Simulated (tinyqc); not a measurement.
Inside a calculation. Model: thin-film transistor with exponential tail and deep states, accumulation layer.

Computed by the program tinyqc: `OMP_NUM_THREADS=1 python tinyqc.py 2610066 2610067 out.jsonl`, one thread of a shared Intel Xeon 2.30GHz, about 0.01 s for the whole run. Printed values are rounded.

An undoped film in accumulation, thicker than the space-charge layer. With band bending psi the Fermi level lies E0 - psi below the band edge. Free electrons n = n0 exp(psi/Vt) carry the current; electrons in two exponential distributions of traps, a = a0 exp(psi/Va) and d = d0 exp(psi/Vp), do not. Linear regime, ohmic contacts, traps in equilibrium.

Values chosen for this exercise; values close to those of amorphous silicon:
- T = 270 K (temperature)
- eps_r = 11.8 (relative permittivity of the semiconductor)
- Nc = 6e19 cm^-3 (density of extended states)
- mb = 12 cm^2/(V s) (band mobility)
- Nt = 5.6e19 cm^-3 (total density of tail states)
- Tt = 320 K (characteristic temperature of the tail)
- Nd = 5.5e17 cm^-3 (total density of deep states)
- Td = 1060 K (characteristic temperature of the deep states)
- E0 = 0.6 eV (bulk Fermi level below the band edge)
- Ci = 60 nF/cm^2 (gate capacitance)
- WL = 5 (ratio W/L)
- Vd = 0.05 V (drain voltage)
- Vg = 4.1 V (gate voltage above flat band)

Constants: q = 1.602176634e-19 C, kB = 1.380649e-23 J/K, Vt = kB T/q, eps0 = 8.8541878128e-14 F/cm where lengths are in cm. Results are converted to the units shown.

Range of the model: The th form assumes a Fermi level far below the band edge; at the surface it overcounts the filled tail by a factor of about 1.8.

## Bulk densities

Va = kB Tt/q, Vp = kB Td/q; n0 = Nc exp(-E0/Vt), a0 = Nt th(T/Tt) exp(-E0/Va), d0 = Nd th(T/Td) exp(-E0/Vp), th(x) = pi x/sin(pi x).

Va = 0.0275755 V
Vp = 0.0913437 V
th(T/Tt) = 5.62312
n0 = 3.79004e8 cm^-3
a0 = 1.11836e11 cm^-3
d0 = 8.61072e14 cm^-3

## Iteration 1: surface potential by Newton steps

psi at the start = 0.6 V

Va = kB Tt/q, Vp = kB Td/q. G(psi) = sum over the three kinds of c0 [V (exp(psi/V) - 1) - psi], field F = sqrt(2 q G/(eps0 eps_r)); Vg = psi + eps0 eps_r F/Ci at the surface. f = psi + eps0 eps_r F/Ci - Vg, f' = 1 + q rho/(Ci F) with rho = sum c0 (exp(psi/V) - 1); psi(new) = psi - f/f'.

F = 1763.04 kV/cm
f = 27.2003 V
f' = 569.741
psi after iteration 1 = 0.552259 V

## Iteration 2: surface potential by Newton steps

As before.

F = 732.499 kV/cm
f = 9.20744 V
f' = 233.673
psi after iteration 2 = 0.512855 V

## Course of the iteration: surface potential by Newton steps

Stop when psi changes by less than 1e-10 V, or after 30 iterations. psi must stay between 0 and 5 V.

Course of the iteration:
```
iteration	psi (V)	|change| (V)
1	0.552259	0.0477
2	0.512855	0.0394
3	0.489003	0.0239
4	0.481869	7.13e-3
5	0.481353	5.17e-4
6	0.481350	2.49e-6
7	0.481350	5.78e-11
```

Converged in 7 iterations. At the end the number of correct digits about doubles with each step.

## Free and total charge, current

psi_s = 0.481350 V

Va = kB Tt/q, Vp = kB Td/q. G(psi) = sum over the three kinds of c0 [V (exp(psi/V) - 1) - psi], field F = sqrt(2 q G/(eps0 eps_r)); Vg = psi + eps0 eps_r F/Ci at the surface. Total charge Q = Ci (Vg - psi_s); free charge Qf = q times the integral of n0 (exp(psi/Vt) - 1)/F over psi from 0 to psi_s; I = (W/L) mb Qf Vd; effective mobility mb Qf/Q.

surface densities (cm^-3): free 3.65974e17, tail 4.26100e18, deep 1.67349e17
Q = 217.119 nC/cm^2
Qf = 10.2062 nC/cm^2
effective mobility = 0.564087 cm^2/(V s)
I = 30.6185 nA

4.70 % of the induced charge is free, against 7.63 % of the electrons right at the surface.
